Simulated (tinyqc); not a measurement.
# Long-channel MOSFET, surface-potential model: transfer curve from weak to strong inversion

n-channel transistor on a uniformly doped p-type body, gradual-channel approximation, constant mobility, Boltzmann statistics, full ionisation. Potentials are counted from the neutral body; V is the electron quasi-Fermi potential, Vsb at the source and Vsb + Vds at the drain. Charges are magnitudes per area.

ni = sqrt(Nc Nv) exp(-Eg/(2 Vt)), Eg in volts; phiF = Vt ln(Na/ni); Cox = eps0 eox/tox; gamma = sqrt(2 q eps0 eps_r Na)/Cox. The surface potential psi at channel potential V solves Vgs + Vsb - Vfb - psi = gamma sqrt(G), G = psi - Vt + Vt exp((psi - 2 phiF - V)/Vt). Charge sheet: Qi = Cox gamma [sqrt(G) - sqrt(psi - Vt)]; I = mu (W/L) [integral of Qi dpsi from psi_0 to psi_L (drift) + Vt (Qi0 - QiL) (diffusion)], with psi_0 at V = Vsb and psi_L at V = Vsb + Vds. Pao-Sah: Qi(V) = (Cox gamma/2) integral from 3 Vt to psi of exp((u - 2 phiF - V)/Vt)/sqrt(G(u, V)) du, and I = mu (W/L) integral of Qi dV from Vsb to Vsb + Vds. Square law: VT = Vfb + 2 phiF + gamma sqrt(2 phiF + Vsb), m = 1 + gamma/(2 sqrt(2 phiF + Vsb)), I = mu Cox (W/L) [(Vgs - VT) v - m v^2/2] with v the smaller of Vds and (Vgs - VT)/m, and zero below VT. gm = dI/dVgs of the charge-sheet current.

Parameters, values chosen for the exercise; material values those of a made-up semiconductor:
- T = 300 K (temperature)
- Eg = 1.25 eV (band gap)
- eps_r = 9.02 (relative permittivity of the semiconductor)
- Nc = 3.1e19 cm^-3 (conduction-band density of states at T)
- Nv = 2.41e19 cm^-3 (valence-band density of states at T)
- Na = 1.6e16 cm^-3 (acceptor density of the body)
- eox = 21.4 (relative permittivity of the gate insulator)
- tox = 160 nm (insulator thickness)
- Vfb = -0.73 V (flat-band voltage)
- mu = 400 cm^2/(V s) (channel mobility)
- W = 10 um (gate width)
- L = 0.5 um (gate length)
- Vsb = 0 V (source-body reverse bias)
- Vds = 0.8 V (drain-source voltage)

Constants: q = 1.602176634e-19 C, kB = 1.380649e-23 J/K, Vt = kB T/q, eps0 = 8.8541878128e-14 F/cm where lengths are in cm. Results are converted to the units shown.

Results:
```
Vgs (V)  I, charge sheet (uA)  I, Pao-Sah (uA)  drift share (%)  gm/I (1/V)  I, square law (uA)
0.44                 7.438e-4         7.585e-4          0.04431       28.65                   0
0.56                  0.02357          0.02398            1.387       28.74                   0
0.69                   0.7349           0.7495            25.19       21.97               1.002
0.81                    5.431            5.561            58.29       12.31               10.89
0.94                    18.86            19.33            74.73       7.515               33.54
1.19                    74.43            76.17            86.38       4.107               112.0
1.31                    116.1            118.7            88.95       3.351               165.9
1.44                    172.6            176.3            90.86       2.788               236.3
```

Estimate the missing row, Vgs = 1.06 V.

Computed row:
```
Vgs (V)  I, charge sheet (uA)  I, Pao-Sah (uA)  drift share (%)  gm/I (1/V)  I, square law (uA)
1.06                    40.41            41.39            81.96       5.402               65.45
```

With this row back in the table: The charge-sheet current rises from 7.44e-4 to 173 uA. In the first row gm/I is 28.7 1/V, a swing of 80.4 mV a decade, against Vt ln 10 = 59.5 mV a decade for an ideal gate; in the last it is 2.79 1/V. Drift passes half of the current at Vgs = 0.81 V among the rows listed (VT = 0.638 V). The charge sheet departs most from Pao-Sah at Vgs = 0.94 V, where it is 2.4 % below it. In the last row the square law is 34 % above Pao-Sah. For Vgs = 1.19 to 1.44 V mu V/L, with V the smaller of Vds and (Vgs - VT)/m, passes 3e6 cm/s, so velocity saturation would lower the current.

tinyqc, about 0.04 s, one thread, Intel Xeon 2.30GHz (shared host): `OMP_NUM_THREADS=1 python tinyqc.py 2360081 2360082 out.jsonl`
